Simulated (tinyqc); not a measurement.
Gate sweep: gated graphene: carriers, quantum capacitance and optical conductivity.

Cones E = +/- hv |k|, four flavours, D(E) = 2|E|/(pi hv^2). n = (2/pi)(kT/hv)^2 F_1(mu/kT), p = (2/pi)(kT/hv)^2 F_1(-mu/kT), in 1/angstrom^2 (1e16 for 1/cm^2); F_1(eta) = integral_0^infinity x dx/(1 + exp(x - eta)). Cq/e^2 = d(n - p)/d mu = (2 kT/(pi hv^2)) ln(2 + 2 cosh(mu/kT)).

Gate: V = mu/e + e (n - p)/Cox with Cox/e^2 = k/(4 pi e2 t), t in angstrom, e2 = e^2/(4 pi eps0); 1/(eV angstrom^2) in C/e^2 equals 1602.176634 microfarad/cm^2; total 1/C = 1/Cox + 1/Cq.

Constants: kB = 8.617333262e-05 eV/K; e^2/(4 pi eps0) = 14.39964547 eV angstrom.

Values chosen for the exercise (Fermi velocity near that of graphene, gate dielectric near SiO2; shifted at random, so the results belong to these values and not to a real crystal): hv = 6.14 eV angstrom (hbar vF); T = 300 K; k = 3.99 (dielectric constant of the gate layer); t = 285 nm (its thickness).

Results:
```
V (V)    mu (eV)  n - p (1/cm^2)  n + p (1/cm^2)  Cq (microfarad/cm^2)  C/Cox  Cox V/e (1/cm^2)
0         0.0000               0        1.86e+11                 0.970  0.987                 0
4.4       0.0470        3.37e+11        3.72e+11                  1.48  0.992          3.40e+11
12        0.0937        9.21e+11        9.27e+11                  2.57  0.995          9.28e+11
29        0.1557        2.23e+12        2.23e+12                  4.22  0.997          2.24e+12
59        0.2273        4.55e+12        4.55e+12                  6.15  0.998          4.56e+12
1.0e+02   0.2986        7.71e+12        7.71e+12                  8.08  0.998          7.74e+12
1.5e+02   0.3673        1.16e+13        1.16e+13                  9.94  0.999          1.16e+13
2.2e+02   0.4461        1.70e+13        1.70e+13                  12.1  0.999          1.70e+13
3.2e+02   0.5390        2.47e+13        2.47e+13                  14.6  0.999          2.48e+13
```

What can be read from this table?

At neutrality n + p = 1.86e+11 1/cm^2 of thermal carriers remain and C/Cox = 0.987; at the last row C/Cox = 0.999 and the plain capacitor rule overstates n - p by 0.2 %. Between the last two rows mu goes as V^0.51; for |mu| well above kT the limits are 1/2 where Cox is small against Cq and 1 where it is large.

Program tinyqc; command `OMP_NUM_THREADS=1 python tinyqc.py 1652321 1652322 out.jsonl`; about 0.01 s on one thread of a shared Intel(R) Xeon(R) Processor @ 2.30GHz.
